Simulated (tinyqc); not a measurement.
Arrhenius fit: deep-level transient spectroscopy (DLTS) of one majority-carrier trap. Computed by tinyqc, a small Python program. Command: `OMP_NUM_THREADS=1 python tinyqc.py 3009988 3009989 out.jsonl dlts walk`. One thread of a shared host (Intel(R) Xeon(R) Processor @ 2.30GHz), about 0.08 s of CPU time with the checks.

A filling pulse loads the traps in a one-sided junction; under reverse bias they empty at the rate e, and the capacitance relaxes as C(t) = C_0 - dC exp(-e t). The signal is S = [C(t_2) - C(t_1)]/dC.

Inputs (values chosen for the exercise, with mass and screening modelled on CdTe):
```
quantity                    value  unit
density-of-states mass m   0.0974   m_0
valleys M                       1     -
trap depth E_t              0.154    eV
cross-section sigma_0     1.7e-15  cm^2
degeneracy ratio g              2     -
gate time t_1               0.006     s
ratio t_2/t_1                   5     -
dielectric constant eps      9.83     -
mean field F                82000  V/cm
```

Carriers: electrons. Extra term: Poole-Frenkel lowering.

Constants: k_B = 8.617333262e-05 eV/K; k_B = 1.380649e-23 J/K; m_0 = 9.1093837015e-31 kg; h = 6.62607015e-34 J s; e = 1.602176634e-19 C; eps_0 = 8.8541878128e-12 F/m.

Method:
- e = g sigma v N_b exp(-E/k_B T), v = sqrt(3 k_B T/m), N_b = 2 M (2 pi m k_B T/h^2)^(3/2), sigma = sigma_0, E = E_t - dE with the one-dimensional Poole-Frenkel lowering dE = sqrt(e^3 F/(pi eps eps_0)), F being held as an input apart from the bias (the centre is charged when empty).
- S(e) = exp(-e t_1) - exp(-e t_2) peaks at the rate window e_0 = ln(t_2/t_1)/(t_2 - t_1).
- t_1 is scaled by 0.1, 0.3, 1, 3, 10 and 30 at fixed t_2/t_1; each T_p by bisection.
- Least squares of ln(e_0/T_p^2) on 1/(k_B T_p): slope -E_a, intercept ln(gamma sigma_a) with gamma = v N_b/T^2 = sqrt(3 k_B/m) 2 M (2 pi m k_B/h^2)^(3/2). For comparison, the slope of ln e_0 alone.

Arrhenius data:
```
t_1 (s)    e_0 (1/s)  T_p (K)  1/(k_B T_p) (1/eV)  ln(e_0/T_p^2)
0.0006   6.70599e+02  62.7486             184.937       -1.77010
0.0018   2.23533e+02  59.0621             196.480       -2.74762
0.0060   6.70599e+01  55.4672             209.214       -3.82600
0.0180   2.23533e+01  52.5321             220.903       -4.81588
0.0600   6.70599e+00  49.6381             233.782       -5.90652
0.1800   2.23533e+00  47.2513             245.592       -6.90657
```

apparent depth E_a = 0.084684 eV

intercept = 13.891

gamma = 3.1718e+20 cm^-2 s^-1 K^-2

apparent cross-section = 3.4000e-15 cm^2

slope without T^2 = 0.094025 eV

What does the comparison show, and why?

The apparent depth is 0.0847 eV against E_t = 0.154 eV, and the apparent cross-section is 2.00 times sigma_0 (the degeneracy ratio): the field lowers the slope, so the depth must be extrapolated to zero field against sqrt(F). Leaving out the T^2 factor overstates the slope by 9 meV, about 2 k_B T_p.

Extremes, crossings and ranges named in words are read from the listed rows.
